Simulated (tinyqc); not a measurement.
Two-band model of a narrow-gap semiconductor with electrons and holes: one step, computed by the program tinyqc. Command: `OMP_NUM_THREADS=1 python tinyqc.py 3007730 3007731 out.jsonl bipolar walk`. One thread of a shared host (Intel(R) Xeon(R) Processor @ 2.30GHz), about 0.04 s of CPU time with the checks.

Two parabolic bands with acoustic scattering (r = -1/2, a = 0), a gap that does not change with T, and fully ionised dopants. Melting is ignored, so values above the melting point are formal, and kappa_L does not change with T. eta_n = (E_F - E_c)/(k_B T), eta_p = -eta_n - E_g/(k_B T).

Task: Each band alone. With x = E/(k_B T), a = alpha k_B T (0 for a parabolic band), G = x (1 + a x), D = 1 + 2 a x and <y> = int y f (1 - f) dx, f = 1/(1 + exp(x - eta)): tau = tau_0 G^r/D; transport function s = G^(3/2 + r)/D^2; n = N_0 <G^(3/2)> with N_0 = (2 m k_B T)^(3/2)/(3 pi^2 hbar^3). Integrals over x = E/(k_B T) use 160 Gauss-Legendre points in u = sqrt(x) from 0 to sqrt(max(eta, 0) + 32). sigma = e mu_0 N_0 <s> with mu_0 = e tau_0/m = mu_300 (T/300 K)^(-p); |S| = (k_B/e)(<x s>/<s> - eta); Lorenz number L = (k_B/e)^2 (<x^2 s>/<s> - (<x s>/<s>)^2); kappa_e = L sigma T; zT = S^2 sigma T/(kappa_L + kappa_e). Hall factor r_H = <x^(3/2)> <x^(1/2)>/<s>^2.

Inputs (values chosen for the exercise, modelled on InAs): electron mass m_n = 0.023 m_0; hole mass m_p = 0.41 m_0; electron mobility parameter mu_300,n = 30000 cm^2/(V s); hole mobility parameter mu_300,p = 430 cm^2/(V s); temperature exponent p = 1.5; temperature T = 340 K.

Doping: p-type.

eta_n = -8.920239

eta_p = -2.684279

Constants: e = 1.602176634e-19 C; m_0 = 9.1093837015e-31 kg; k_B = 1.380649e-23 J/K; hbar = 1.054571817e-34 J s; k_B = 8.617333262e-05 eV/K.

Give: Partial coefficients.

Result:

Partial coefficients:
```
band       sigma (S/cm)  |S| (microvolt/K)  L (1e-8 V^2/K^2)  density (1/cm^3)  Hall factor
electrons      0.042298             941.04            1.4852        1.4115e+13       1.1781
holes            22.548             406.53            1.4974        5.3001e+17       1.1734
```

The minority carriers have the larger |S|, since the Fermi level lies farther from their band; they carry 0.19 % of the conductivity.
